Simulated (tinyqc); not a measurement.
Gaps across the alloy: alloy A(1-x)B(x) by interpolation with bowing.

Each gap follows E(x) = (1 - x) E_A + x E_B - C x (1 - x); the lattice constant follows Vegard, a(x) = (1 - x) a_A + x a_B.

Constants: hc = 1239.841984 eV nm.

Parameters, chosen for this exercise (A near InAs, B near InSb; the results hold for these values, not for the real material): a = (6.054, 6.486) angstrom (lattice constant of A, B); Eg = (0.416, 0.237) eV (gap at Gamma to the s-like level of A, B); EgX = (1.414, 0.629) eV (gap to the lowest valley along Gamma-X of A, B); EgL = (1.136, 0.941) eV (gap to L of A, B); C = (0.727, 0.618, 0.522) eV (bowing of the Gamma, X and L gaps).

Eleven compositions.

Gaps (eV):

| x | a (angstrom) | Gamma | X | L | lowest | wavelength (nm) |
|---|---|---|---|---|---|---|
| 0.0 | 6.0540 | 0.416 | 1.414 | 1.136 | Gamma | 2980 |
| 0.1 | 6.0972 | 0.333 | 1.280 | 1.070 | Gamma | 3727 |
| 0.3 | 6.1836 | 0.210 | 1.049 | 0.968 | Gamma | 5914 |
| 0.4 | 6.2268 | 0.170 | 0.952 | 0.933 | Gamma | 7297 |
| 0.5 | 6.2700 | 0.145 | 0.867 | 0.908 | Gamma | 8565 |
| 0.6 | 6.3132 | 0.134 | 0.795 | 0.894 | Gamma | 9244 |
| 0.7 | 6.3564 | 0.138 | 0.735 | 0.890 | Gamma | 8982 |
| 0.8 | 6.3996 | 0.156 | 0.687 | 0.896 | Gamma | 7923 |
| 0.9 | 6.4428 | 0.189 | 0.652 | 0.914 | Gamma | 6544 |
| 1.0 | 6.4860 | 0.237 | 0.629 | 0.941 | Gamma | 5231 |

Give the missing row, x = 0.2.

Computed row:
```
x    a (angstrom)  Gamma      X      L  lowest  wavelength (nm)
0.2        6.1404  0.264  1.158  1.013   Gamma             4699
```

The lowest valley is Gamma at every x. The Gamma gap has a minimum inside the range, 0.134 eV at x = (C - (E_B - E_A))/(2C) = 0.623, since the bowing exceeds the difference of the end gaps.

tinyqc: `OMP_NUM_THREADS=1 python tinyqc.py 1080724 1080725 out.jsonl`; about 0.01 s, one thread, shared Intel(R) Xeon(R) Processor @ 2.30GHz.
